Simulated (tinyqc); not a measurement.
Worked calculation: four-point probe, van der Pauw, Hall and spreading-resistance readings of a semiconductor layer. Computed by tinyqc, a small Python program that keeps every step. Command: `OMP_NUM_THREADS=1 python tinyqc.py 3112863 3112864 out.jsonl probe walk`. One thread of a shared host (Intel(R) Xeon(R) Processor @ 2.30GHz), about 0.01 s of CPU time with the checks. Intermediate numbers are printed to about 7 digits and carried at full precision; extremes and crossings named in words are read from the listed rows.

The layer is uniform and ohmic; contacts are points unless a radius is given.

Inputs (values chosen for the exercise, modelled on p-type silicon):
```
quantity                                        value        unit
carrier density n                             1.2e+18      1/cm^3
drift mobility mu                                80.7  cm^2/(V s)
layer thickness t                                  11  micrometre
probe spacing s                                   0.5          mm
current I                                           2          mA
side ratio a/b of the van der Pauw rectangle      2.2           -
magnetic field B                                 0.37           T
Hall factor r_H                                   0.8           -
wafer diameter over spacing D/s                    89           -
```

Backing of the layer: insulating.

Constants: e = 1.602176634e-19 C.

## Resistivity and sheet resistance

rho = 1/(e n mu); R_s = rho/t.

resistivity rho = 0.06445177 ohm cm

sheet resistance R_s = 58.59252 ohm/square

## Four-point voltage

Collinear probes with equal spacing on a layer with insulating backing: images at depth 2 m t give V = (rho I/(2 pi s)) G, G = 1 + 4 sum_(m>=1) [1/sqrt(1 + (2 m u)^2) - 1/sqrt(4 + (2 m u)^2)], u = t/s; the sum runs to m = 20000, with the tail 3/(32 u^3 M^2) added to the sum for M = 20000. Limits: thick, rho = 2 pi s V/I; thin on an insulator, rho = (pi/ln 2) t V/I.

t/s = 0.022

G = 63.01338

voltage V = 25.85519 mV

rho by the thick formula = 4.061324 ohm cm

rho by the thin formula = 0.06445177 ohm cm

The thick formula is off by +6201.3 % and the thin one by 0.0 %.

## Thickness correction

The last two columns give rho(formula)/rho for rho = 2 pi s V/I and rho = (pi/ln 2) t V/I.

Correction against t/s:
```
t/s         G  thick formula  thin formula
0.1  13.86294       13.86294      1.000000
0.2   6.93147        6.93147      1.000000
0.3   4.62113        4.62113      1.000031
0.5   2.77992        2.77992      1.002645
0.7   2.01748        2.01748      1.018714
1.0   1.50446        1.50446      1.085238
1.5   1.19727        1.19727      1.295469
2.0   1.09388        1.09388      1.578142
3.0   1.03065        1.03065      2.230367
5.0   1.00699        1.00699      3.631937
```

The thin formula holds to 1 % up to t/s = 0.5 and the thick one holds to 1 % from t/s = 5.

## Finite wafer

For a thin circular wafer probed at its centre, R_s = C V/I with C = pi/(ln 2 + ln[((D/s)^2 + 3)/((D/s)^2 - 3)]).

factor C = 4.527413

error if pi/ln 2 is used = 0.1092813 %

## The two van der Pauw resistances

Thin rectangle with point contacts at the corners; for R_B current and voltage contacts lie along the two sides of length a, for R_A along those of length b: exp(-pi R_A/R_s) = (theta_4/theta_3)^4, exp(-pi R_B/R_s) = (theta_2/theta_3)^4 with q = exp(-pi a/b), theta_2 = 2 sum_(m>=0) q^((m + 1/2)^2), theta_3 = 1 + 2 sum_(m>=1) q^(m^2), theta_4 = 1 + 2 sum_(m>=1) (-1)^m q^(m^2).

R_A = 0.2972931 ohm

R_B = 77.34158 ohm

ratio R_B/R_A = 260.1526

## Solving the van der Pauw equation

Solve exp(-pi z R_A) + exp(-pi z R_B) = 1 for z = 1/R_s by seven Newton steps from z = 2 ln 2/(pi (R_A + R_B)); f = R_s 2 ln 2/(pi (R_A + R_B)).

Steps:
```
step  1/z (ohm)  left side less 1
0      175.9437      2.460363e-01
1      103.6033      8.684872e-02
2       75.5300      2.778798e-02
3       63.1057      6.582198e-03
4       59.0758      6.740344e-04
5       58.5991      9.065909e-06
6       58.5925      1.693022e-09
```

R_s found = 58.59252 ohm/square

correction f = 0.3330186

Averaging R_A and R_B without f would overstate R_s by 200.3 %.

## Hall reading

V_H = r_H I B/(e n t); apparent density n/r_H; Hall mobility r_H mu; Hall angle tan = r_H mu B (SI).

Hall voltage = 0.2799222 mV

apparent density = 1.50e+18 1/cm^3

Hall mobility = 64.56 cm^2/(V s)

tangent of the Hall angle = 0.00238872

Checks made by the program: thin limit of G, 2 ln 2/u at u = 0.02 (relative difference below 1e-10); R_s recovered (relative difference below 1e-10).
